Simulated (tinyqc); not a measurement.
Inputs raised by 2 %, one at a time: low-temperature mobility of a two-dimensional electron gas with static screening. Computed by tinyqc, a small Python program. Command: `OMP_NUM_THREADS=1 python tinyqc.py 3000425 3000426 out.jsonl twodeg sens`. One thread of a shared host (Intel(R) Xeon(R) Processor @ 2.30GHz), about 0.08 s of CPU time with the checks.

One subband is filled, the gas is degenerate and scatters at the Fermi circle; one permittivity serves on both sides of the interface. All formulas are in SI units, masses times m_0. Piezoelectric and polar phonons are left out, and n_s is taken as set by a gate, independent of N_i.

Inputs (values chosen for the exercise, modelled on a strained silicon well):
```
quantity                                        value    unit
in-plane mass m                                 0.187     m_0
mass across the layer m_z                       0.925     m_0
permittivity eps                                 11.9       -
valley degeneracy g_v                               2       -
sheet density n_s                             9.5e+12  1/cm^2
depletion charge N_d                          4.3e+10  1/cm^2
roughness height Delta                           0.37      nm
correlation length Lambda                         8.7      nm
remote charge density N_i                     3.5e+11  1/cm^2
distance d of the charges from the interface       47      nm
density rho                                      2329  kg/m^3
sound velocity v_l                               9000     m/s
deformation potential D_A                         8.5      eV
temperature T                                      20       K
```

Wave function: Fang-Howard. Roughness spectrum: Gaussian.

Constants: m_0 = 9.1093837015e-31 kg; e = 1.602176634e-19 C; eps_0 = 8.8541878128e-12 F/m; hbar = 1.054571817e-34 J s; k_B = 1.380649e-23 J/K.

Method:
- k_F = sqrt(2 pi n_s/g_v); E_F = hbar^2 k_F^2/(2 m); q_TF = g_v m e^2/(2 pi eps eps_0 hbar^2); Fang-Howard parameter b = [12 m_z e^2 (N_d + 11 n_s/32)/(eps eps_0 hbar^2)]^(1/3), mean depth 3/b; effective field F = e (N_d + n_s/2)/(eps eps_0).
- Form factors with u = q/b: screening G(q) = [1 + 9u/8 + 3u^2/8]/(1 + u)^3, remote charge P(q) = exp(-q d)/(1 + u)^3. Dielectric function eps(q) = 1 + q_TF G(q)/q, with q = 2 k_F sin(theta/2).
- Roughness: <|U|^2> = (e F)^2 S(q), S = pi Delta^2 Lambda^2 exp(-q^2 Lambda^2/4).
- 1/tau_t = (m/(pi hbar^3)) int_0^pi (1 - cos theta) <|U|^2>/eps(q)^2 dtheta; the quantum rate 1/tau_q drops the factor (1 - cos theta); 200 Gauss-Legendre points in s with theta = pi s^2, s from 0 to 1; mu = e tau_t/m.
- Remote charges: <|U|^2> = N_i [e^2 P(q)/(2 eps eps_0 q)]^2.
- Unscreened deformation potential in equipartition: 1/tau = m D_A^2 k_B T I/(rho v_l^2 hbar^3), I = int |psi|^4 dz = 3 b/16 for the Fang-Howard function (used for both wave-function options); mu = e tau/m. Bloch-Grueneisen temperature T_BG = 2 hbar v_l k_F/k_B.
- At the Fermi circle the rates add, so 1/mu is the sum; sheet resistance 1/(n_s e mu); mean free path hbar k_F mu/e; the quantum time adds the rates 1/tau_q, with the isotropic acoustic rate e/(m mu).

Runs; columns: (1) input moved; (2) from; (3) to; (4) mobility mu (cm^2/(V s)); (5) remote-charge mobility (cm^2/(V s)); (6) Dingle ratio tau_t/tau_q; (7) sheet resistance (ohm):
```
(1)                                                    (2)       (3)    (4)         (5)     (6)     (7)
base run                                                 -         -  28359  8.1876e+08  4.8515  23.167
in-plane mass m (m_0)                                0.187   0.19074  27703  8.1792e+08  4.7915  23.716
sheet density n_s (1/cm^2)                         9.5e+12  9.69e+12  28185  8.4325e+08  4.9394  22.853
roughness height Delta (nm)                           0.37    0.3774  27724  8.1876e+08  4.9135  23.698
correlation length Lambda (nm)                         8.7     8.874  29301  8.1876e+08  4.9281  22.423
remote charge density N_i (1/cm^2)                 3.5e+11  3.57e+11  28359  8.0271e+08  4.8534  23.167
distance d of the charges from the interface (nm)       47     47.94  28359  8.6737e+08  4.8497  23.167
temperature T (K)                                       20      20.4  28116  8.1876e+08  4.8184  23.368
```

Exponents ln(y'/y) / ln(x'/x):
```
input                                         mobility mu  remote-charge mobility  Dingle ratio tau_t/tau_q  sheet resistance
in-plane mass m                                    -1.183                  -0.052                    -0.628             1.183
sheet density n_s                                  -0.311                   1.488                     0.907            -0.689
roughness height Delta                             -1.144                   0.000                     0.642             1.144
correlation length Lambda                           1.649                   0.000                     0.791            -1.649
remote charge density N_i                           0.000                  -1.000                     0.020             0.000
distance d of the charges from the interface        0.000                   2.912                    -0.019             0.000
temperature T                                      -0.435                   0.000                    -0.345             0.435
```

Which inputs matter most for each result?

Among the inputs moved here: mobility mu answers most in size to correlation length Lambda (exponent +1.649), next to in-plane mass m (-1.183); its exponent is below 0.0005 for remote charge density N_i, distance d of the charges from the interface. Remote-charge mobility answers most in size to distance d of the charges from the interface (exponent +2.912), next to sheet density n_s (+1.488); its exponent is below 0.0005 for roughness height Delta, correlation length Lambda, temperature T. Its exponent +1.488 in sheet density n_s: the k_F^3 law of remote charges. Its exponent -1.000 in remote charge density N_i: each charge scatters on its own. Dingle ratio tau_t/tau_q answers most in size to sheet density n_s (exponent +0.907), next to correlation length Lambda (+0.791). Sheet resistance answers most in size to correlation length Lambda (exponent -1.649), next to in-plane mass m (+1.183); its exponent is below 0.0005 for remote charge density N_i, distance d of the charges from the interface.

Caution (all rows): T is below the Bloch-Grueneisen temperature T_BG, so equipartition fails: the acoustic mobility is only a lower bound and the acoustic share of 1/mu is overstated.
